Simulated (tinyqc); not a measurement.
From one set of inputs to another, one input at a time: spin coating of a resist or spin-on film: centrifugal thinning, evaporation and the final thickness (Emslie and Meyerhofer models). Computed by tinyqc, a small Python program. Command: `OMP_NUM_THREADS=1 python tinyqc.py 3113102 3113103 out.jsonl spincoat ladder`. One thread of a shared host (Intel(R) Xeon(R) Processor @ 2.30GHz), about 0.2 s of CPU time with the checks.

A Newtonian film stays uniform over the wafer; solvent and solids have the same density and the concentration is uniform through the thickness.

The inputs printed are set A. Inputs not listed in the table keep their values of set A, so the rows need not describe a real material.

Inputs (values chosen for the exercise, of the order of those of a polymer resist in an ester solvent):
```
quantity                                 value          unit
solids volume fraction c0                 0.33             -
kinematic viscosity of the solvent nu_s    1.7        mm^2/s
viscosity constant k                      1100        mm^2/s
viscosity exponent gamma                   2.3             -
spin speed f                               800           rpm
evaporation rate at 1000 rpm e0           0.23  micrometre/s
starting thickness h0                      100    micrometre
wafer radius R                              50            mm
shrinkage in the bake                      4.8             %
```

Method:
- omega = 2 pi f/60; nu(c) = nu_s + k c^gamma; evaporation rate e = e0 sqrt(f/1000 rpm).
- Flow constant K = 2 omega^2/(3 nu(c0)); Reynolds number of the air omega R^2/nu_air with nu_air = 15 mm^2/s.
- Meyerhofer estimate: flow rules until (1 - c0) K h^3 = e, then evaporation alone: h_w = (e/((1 - c0) K))^(1/3), dry film c0 h_w.
- Full model for solids s and liquid l per area, h = s + l, c = s/h: ds/dt = -c Q, dl/dt = -(1 - c) Q - e, Q = 2 omega^2 h^3/(3 nu(c)); integrated adaptively (relative tolerance 1e-9) until l = 0.
- Dry film = s at l = 0, before the bake; film after the bake = s x (1 - shrinkage).

Each row keeps all changes above it:
```
input moved                                       from     to  dry film (nm)  dry film, estimate (nm)  wet thickness h_w (micrometre)
set A                                                -      -         6232.8                   5911.4                          17.913
evaporation rate at 1000 rpm e0 (micrometre/s)    0.23   0.37         7293.1                   6926.6                          20.990
kinematic viscosity of the solvent nu_s (mm^2/s)   1.7    1.6         7291.2                   6923.9                          20.982
solids volume fraction c0                         0.33  0.093          833.2                    732.5                           7.876
viscosity constant k (mm^2/s)                     1100    620          719.6                    642.6                           6.909
viscosity exponent gamma                           2.3    2.2          758.6                    676.4                           7.274
spin speed f (rpm)                                 800   1500          554.1                    494.0                           5.312
```

Where does the difference come from?

dry film goes from 6230 to 554, a factor 0.0889 in all. The largest single move comes from solids volume fraction c0 (a factor 0.114). dry film, estimate goes from 5910 to 494, a factor 0.0836 in all. The largest single move comes from solids volume fraction c0 (a factor 0.106). wet thickness h_w goes from 17.9 to 5.31, a factor 0.297 in all. The largest single move comes from solids volume fraction c0 (a factor 0.375), and evaporation rate at 1000 rpm e0 works against it (a factor 1.17). The single moves hold for this order of the switches; the total does not depend on the order.

Extremes, crossings and ranges named in words are read from the listed rows.
